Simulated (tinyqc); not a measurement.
Free-carrier optics of a doped semiconductor (Drude model): one step. Plasma energy and damping. Four cases, with inputs chosen for the exercise.

Problem. Evaluate Ep, tau, Gam, the plasma wavelength hc/Ep (hc = 1239.841984 eV nm) and the dc resistivity 1/(e N mu), e = 1.602176634e-19 C.

eps(E) = ei [1 - Ep^2/(E^2 + i E Gam)], with Ep^2 = 8 pi c (e^2/(4 pi eps0)) N/(m ei), c = hbar^2/2m0, N in 1/angstrom^3 (1e-24 per 1/cm^3); Gam = hbar/tau, tau = mu m m0/e with m0/e = 5.685630e-12 kg/C and mu in m^2/(V s). Energies in meV.

Constants: hbar^2/2m0 = 3.80998211 eV angstrom^2; e^2/(4 pi eps0) = 14.39964547 eV angstrom; hbar = 6.58211957e-16 eV s.

Case 1.

Values chosen (mass and dielectric values near those of Ge; N and mu are free inputs; interband absorption and the rise of the mass with filling are left out; not measured data): N = 2.2e+17 1/cm^3 (carrier density); m = 0.13 m0 (conductivity mass); mu = 2700 cm^2/(V s) (mobility); ei = 16.24 (high-frequency dielectric constant).

Case 2.

Values chosen (mass and dielectric values near those of Si; N and mu are free inputs; interband absorption and the rise of the mass with filling are left out; not measured data): N = 2.2e+18 1/cm^3 (carrier density); m = 0.258 m0 (conductivity mass); mu = 180 cm^2/(V s) (mobility); ei = 11.7 (high-frequency dielectric constant).

Case 3.

Values chosen (mass and dielectric values near those of Si; N and mu are free inputs; interband absorption and the rise of the mass with filling are left out; not measured data): N = 8.4e+19 1/cm^3 (carrier density); m = 0.256 m0 (conductivity mass); mu = 75 cm^2/(V s) (mobility); ei = 11.44 (high-frequency dielectric constant).

Case 4.

Values chosen (mass and dielectric values near those of Si; N and mu are free inputs; interband absorption and the rise of the mass with filling are left out; not measured data): N = 2.1e+19 1/cm^3 (carrier density); m = 0.266 m0 (conductivity mass); mu = 45 cm^2/(V s) (mobility); ei = 11.65 (high-frequency dielectric constant).

Give: Ep; tau; Gam; plasma wavelength; rho.

Solution.

Case 1.

Ep = 11.99 meV
tau = 199.57 fs
Gam = 3.30 meV
plasma wavelength = 103.43 micrometre
rho = 0.0105 ohm cm

Ep/Gam = 3.63: the edge is smeared by scattering.

Case 2.

Ep = 31.70 meV
tau = 26.40 fs
Gam = 24.93 meV
plasma wavelength = 39.11 micrometre
rho = 0.0158 ohm cm

Ep/Gam = 1.27: the edge is smeared by scattering.

Case 3.

Ep = 198.87 meV
tau = 10.92 fs
Gam = 60.30 meV
plasma wavelength = 6.23 micrometre
rho = 0.000991 ohm cm

Ep/Gam = 3.30: the edge is smeared by scattering.

Case 4.

Ep = 96.66 meV
tau = 6.81 fs
Gam = 96.71 meV
plasma wavelength = 12.83 micrometre
rho = 0.00660 ohm cm

Ep/Gam = 1.00: the free-carrier part of eps1 has no zero; the plasma mode is heavily damped.

Computed by tinyqc, one run a case: `OMP_NUM_THREADS=1 python tinyqc.py N N+1 out.jsonl` with N = 1652399, 1680011, 1680122, 1680843; one thread of a shared Intel(R) Xeon(R) Processor @ 2.30GHz, about 0.01 s a run at most.
